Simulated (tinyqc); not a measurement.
# Pillar capacitor in an array: capacitance, non-linearity, leakage and relaxation: what changes with what

A film between two metal electrodes, each interface adding a series capacitance ci. The small-signal permittivity is ek (1 + aq E^2); the field is found with the linear permittivity. Leakage J = J0 sinh(E/Ef). After a voltage step the film passes a relaxation current kr C V tt^(-nr), tt being the time in seconds. The sidewall is a coaxial capacitor with radii a = dm/2 and b = dm/2 + t, depth AR dm; the end face is left out.

Values chosen for this exercise; permittivity of the order of that of tantalum oxide: relative permittivity of the film ek = 26.3; film thickness t = 17 nm; capacitance of each electrode interface (dead layer and screening) ci = 280 uF/cm^2; quadratic field coefficient of the permittivity aq = 0.0055 cm^2/MV^2; bias V = 0.6 V; exponent of the relaxation current nr = 0.972; strength of the relaxation kr = 0.00048; leakage prefactor J0 = 2.9e-10 A/cm^2; field for an e-fold rise of the leakage Ef = 0.21 MV/cm; diameter of the pillar dm = 84 nm; pitch of the square array pt = 210 nm; resistivity of the inner electrode rho = 1300 uohm cm; duration of the write pulse t0 = 1e-8 s.

Constants: eps0 = 8.8541878128e-14 F/cm where lengths are in cm. Results are converted to the units shown.

Each table varies one quantity; the others keep the values above.

## Capacitance, non-linearity and leakage against thickness

Planar film: Cf = eps0 ek/t, 1/C = 1/Cf + 2/ci, EOT = 3.9 eps0/C, effective permittivity C t/eps0, E = (V/t) C/Cf; quadratic coefficient [C(V)/C - 1]/V^2 with Cf (1 + aq E^2) in C(V).

Capacitance, non-linearity and leakage against thickness:

| t (nm) | C (uF/cm^2) | EOT (nm) | effective permittivity | E (MV/cm) | quadratic coefficient (ppm/V^2) | J (A/cm^2) |
|---|---|---|---|---|---|---|
| 2.5 | 8.7335 | 0.39539 | 24.659 | 2.2503 | 72411 | 6.5329e-6 |
| 3.7 | 6.0229 | 0.57333 | 25.169 | 1.5519 | 35190 | 2.3481e-7 |
| 5.5 | 4.1096 | 0.84025 | 25.528 | 1.0589 | 16624 | 2.2449e-8 |
| 8.2 | 2.7834 | 1.2406 | 25.777 | 0.71716 | 7701.0 | 4.4059e-9 |
| 12 | 1.9140 | 1.8041 | 25.940 | 0.49316 | 3664.9 | 1.5041e-9 |
| 18 | 1.2819 | 2.6939 | 26.059 | 0.33028 | 1651.3 | 6.6881e-10 |
| 27 | 0.85718 | 4.0285 | 26.139 | 0.22086 | 740.68 | 3.6442e-10 |
| 40 | 0.57975 | 5.9562 | 26.191 | 0.14938 | 339.50 | 2.2413e-10 |
| 60 | 0.38704 | 8.9220 | 26.227 | 0.099724 | 151.51 | 1.4295e-10 |

C falls from 8.73 to 0.387 uF/cm^2 while the effective permittivity goes from 24.7 to 26.2 (ek = 26.3). EOT is a straight line in t with slope 3.9/ek = 0.148 and intercept 0.0247 nm. The quadratic coefficient goes as t^(-1.84) between the first two rows and t^(-1.99) between the last two (-2 without interfaces), and J falls by 4.66 decades. For t = 2.5, 3.7 direct tunnelling, left out, would add to the leakage.

## Cell against the aspect ratio

Per length 1/c = ln(b/a)/(2 pi eps0 ek) + (1/a + 1/b)/(2 pi ci); cell capacitance c AR dm; per footprint over pt^2; fields c V/(2 pi eps0 ek r) at r = a and b; resistance of the inner electrode rho AR dm/(pi a^2); time constant R C/3 of the distributed line.

The same in every row: field at a (MV/cm) = 0.41618; field at b (MV/cm) = 0.29626.

Results:

| AR | cell capacitance (fF) | per footprint (uF/cm^2) | R (kohm) | R C/3 (ps) |
|---|---|---|---|---|
| 5 | 1.7902 | 4.0595 | 0.98524 | 0.58794 |
| 10 | 3.5805 | 8.1190 | 1.9705 | 2.3518 |
| 20 | 7.1610 | 16.238 | 3.9410 | 9.4071 |
| 50 | 17.902 | 40.595 | 9.8524 | 58.794 |
| 70 | 25.063 | 56.833 | 13.793 | 115.24 |
| 100 | 35.805 | 81.190 | 19.705 | 235.18 |

Estimate the missing row, AR = 30.

Computed row:

| AR | cell capacitance (fF) | per footprint (uF/cm^2) | R (kohm) | R C/3 (ps) |
|---|---|---|---|---|
| 30 | 10.741 | 24.357 | 5.9115 | 21.166 |

With this row back in the table: As AR goes from 5 to 100, the cell capacitance rises from 1.79 to 35.8 fF, the capacitance per footprint rises from 4.06 to 81.2 uF/cm^2, the ratio of the two fields stays at 1.40 and R C/3 rises from 0.588 to 235 ps; the time constant goes as AR^(2.00) between the first two rows and AR^(2.00) between the last two.

## Charge lost after writing

Planar film: Cf = eps0 ek/t, 1/C = 1/Cf + 2/ci, EOT = 3.9 eps0/C, effective permittivity C t/eps0, E = (V/t) C/Cf. A capacitor written for t0 and then left open loses, as a share of C V, kr (tt^(1 - nr) - t0^(1 - nr))/(1 - nr) by relaxation and J tt/(C V) by leakage; both are taken as small, and rows far outside that range are left out.

The same in every row: leakage current (nA/cm^2) = 0.7385.

Charge lost after writing:

| tt (s) | relaxation current (nA/cm^2) | loss by relaxation (%) | loss by leakage (%) | total loss (%) |
|---|---|---|---|---|
| 1e-6 | 2.654e5 | 0.1409 | 9.073e-8 | 0.1409 |
| 1e-5 | 2.830e4 | 0.2184 | 9.073e-7 | 0.2184 |
| 0.0001 | 3019 | 0.3011 | 9.073e-6 | 0.3011 |
| 0.001 | 322.0 | 0.3893 | 9.073e-5 | 0.3894 |
| 0.01 | 34.34 | 0.4834 | 9.073e-4 | 0.4843 |
| 0.1 | 3.663 | 0.5838 | 0.009073 | 0.5928 |
| 1 | 0.3907 | 0.6908 | 0.09073 | 0.7815 |
| 10 | 0.04167 | 0.8050 | 0.9073 | 1.712 |
| 100 | 0.004444 | 0.9267 | 9.073 | 10.00 |

What does the table show?

The two currents are equal at tt = 0.519 s. The loss by relaxation grows from 0.141 to 0.927 %, by 0.0775 points over the first decade and 0.122 over the last, while the loss by leakage grows tenfold a decade. Leakage is the larger loss for tt = 10, 100 s. For tt = 100 the falling voltage would already cut the leakage, so the linear estimate overstates the loss.

Computed by the program tinyqc: `OMP_NUM_THREADS=1 python tinyqc.py 2102192 2102193 out.jsonl`, one thread of a shared Intel Xeon 2.30GHz, about 0.01 s for the whole run.
